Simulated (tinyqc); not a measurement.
Two-band massive Dirac model of the K valleys: sweeps and comparisons. A value that a table varies takes the place of the one given here.

Basis (conduction, valence): H = [[D/2, a t (tau kx - i ky)], [a t (tau kx + i ky), -D/2 + lam tau sz]], valley tau = +/-1, spin sz = +/-1. The gap of a spin and valley is G = D - lam tau sz. Berry curvature Omega = curl of i<u|grad u>; for the conduction band Omega_c = -tau 2 a^2 t^2 G/(G^2 + 4 a^2 t^2 k^2)^(3/2), and Omega_v = -Omega_c.

Constants: hbar^2/2m0 = 3.80998211 eV angstrom^2.

Values chosen for the exercise (near those used for monolayer MoSe2; not measured data):
```
symbol  value  unit      meaning
a       3.315  angstrom  lattice constant
D       1.42   eV        gap parameter
t       0.88   eV        effective hopping
lam     0.097  eV        half the valence spin splitting
```

## Away from the valley

Flavour tau = +1, sz = +1. Parabolic transition energy G + 2 a^2 t^2 k^2/G; degree of circular polarisation eta = 2 cos(theta)/(1 + cos^2(theta)). The last column is the Berry flux of the conduction band inside |k|, over 2 pi: -(1 - cos(theta))/2, cos(theta) = G/(transition energy).

Along |k|:
```
|k| (1/angstrom)  transition (eV)  parabolic (eV)  Omega_c (angstrom^2)     eta  flux/2 pi
0.000                      1.3230          1.3230                -9.724  1.0000     0.0000
0.025                      1.3310          1.3310                -9.549  1.0000    -0.0030
0.050                      1.3548          1.3552                -9.056  0.9997    -0.0117
0.075                      1.3935          1.3954                -8.322  0.9987    -0.0253
0.100                      1.4459          1.4516                -7.449  0.9961    -0.0425
0.150                      1.5863          1.6125                -5.642  0.9838    -0.0830
0.200                      1.7641          1.8376                -4.102  0.9600    -0.1250
0.300                      2.1941          2.4808                -2.132  0.8844    -0.1985
```

The curvature halves at |k| = 0.174 1/angstrom, where 2 a t k = 0.766 G. At 0.3 the parabola is 287 meV too high, eta has fallen only to 0.884, and the flux has reached -0.199 of the -1/2 that a whole cone holds. The real bands leave this model beyond about 0.1 to 0.2 1/angstrom, where trigonal warping and other bands enter.

## Hole doping of the spin-split valence bands

The Fermi level lies E below the top of the valence band. kF for the upper and lower band of valley +1 from the two-band energy; each flavour holds kF^2/(4 pi) holes per area and both valleys count. Spin polarisation within one valley; Berry flux removed from valley +1, the sum of (1 - cos(theta_F))/2 with cos(theta_F) = G/sqrt(G^2 + 4 a^2 t^2 kF^2), in units of 2 pi.

Holes:
```
E (meV)  kF upper (1/angstrom)  kF lower  p (1e12/cm^2)  spin polarisation in a valley  flux/2 pi
24.2                    0.0620    0.0000           6.11                          1.000     0.0177
48.5                    0.0884    0.0000          12.44                          1.000     0.0342
97.0                    0.1272    0.0000          25.76                          1.000     0.0639
145.5                   0.1585    0.0000          39.96                          1.000     0.0901
184.3                   0.1807    0.0000          51.95                          1.000     0.1090
213.4                   0.1963    0.0592          66.89                          0.833     0.1344
291.0                   0.2349    0.1356         117.12                          0.500     0.2094
388.0                   0.2793    0.1975         186.23                          0.333     0.2867
```

Up to E = 2 lam = 194 meV, a density of 55.0e12/cm^2, only the upper band of this model is emptied and each valley is fully spin-polarised, oppositely in the two. Beyond it the polarisation falls, to 0.33 in the last row. The flux, times e^2/h, is in size the change of the Hall conductivity of one valley; the other valley cancels it in the charge current. Rows with kF above about 0.2 1/angstrom lie beyond the range of the model, and in real layers the valley at Gamma, close below in MoS2 and WS2, can take holes as well.

## What each parameter does

Flavour tau = sz = +1 at k = 0: gap G, mass c G/(a t)^2 with c = hbar^2/2m0, Omega_c, and the B - A splitting 2 lam. Each row changes one parameter from the base and keeps the others.

Results:
```
case                 G (eV)  mass (m0)  Omega_c (angstrom^2)  B - A (eV)
base                 1.3230     0.5923                -9.724      0.1940
a = 3.3813 angstrom  1.3230     0.5693               -10.117      0.1940
D = 1.562 eV         1.4650     0.6559                -7.930      0.1940
t = 0.968 eV         1.3230     0.4895               -11.766      0.1940
lam = 0.1455 eV      1.2745     0.5706               -10.478      0.2910
```

The largest shifts from the base row, up to three for each result and ties (the steps differ in size, so this ranks the rows, not the parameters). G (eV): D +0.1420, lam -0.0485; unchanged at the printed digits by a and t. mass (m0): t -0.1028, D +0.0636, a -0.0230. Omega_c (angstrom^2): t -2.042, D +1.794, lam -0.754. B - A (eV): lam +0.0970; unchanged at the printed digits by a, D and t. The mass goes as G/(a t)^2 and the curvature as (a t)^2/G^2, so their product is -2c/G.

Program tinyqc; command `OMP_NUM_THREADS=1 python tinyqc.py 1480307 1480308 out.jsonl`; about 0.01 s on one thread of a shared Intel(R) Xeon(R) Processor @ 2.30GHz.
